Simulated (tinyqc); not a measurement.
Inside a calculation. Method: lattice vibrations of a chain. One step of it, computed by the program tinyqc.

Problem. Frequencies. omega^2 are the eigenvalues; wavenumber = 521.4708 sqrt(eigenvalue) 1/cm.

D(q) (eV/(angstrom^2 u)):
```
[[1.111111, -0.235554, -0.107200+0.058934i, -0.382544+0.602793i],
 [-0.235554, 0.435872, -0.353694, -0.137915+0.075819i],
 [-0.107200-0.058934i, -0.353694, 0.991243, -1.127819],
 [-0.382544-0.602793i, -0.137915-0.075819i, -1.127819, 4.773810]]
```

Give: eigenvalues; wavenumbers; weights |e|^2 of the mass-weighted modes.

Solution.

eigenvalues: [0.0338, 0.8645, 1.2215, 5.1923]

wavenumbers (1/cm): [95.8, 484.9, 576.3, 1188.3]

weights |e|^2 of the mass-weighted modes, order atom 1, atom 2, atom 3, atom 4:
```
[[0.1153, 0.2099, 0.6493, 0.0256],
 [0.5477, 0.3796, 0.0726, 0.0001],
 [0.2971, 0.3616, 0.2778, 0.0634],
 [0.0399, 0.0489, 0.0003, 0.9109]]
```
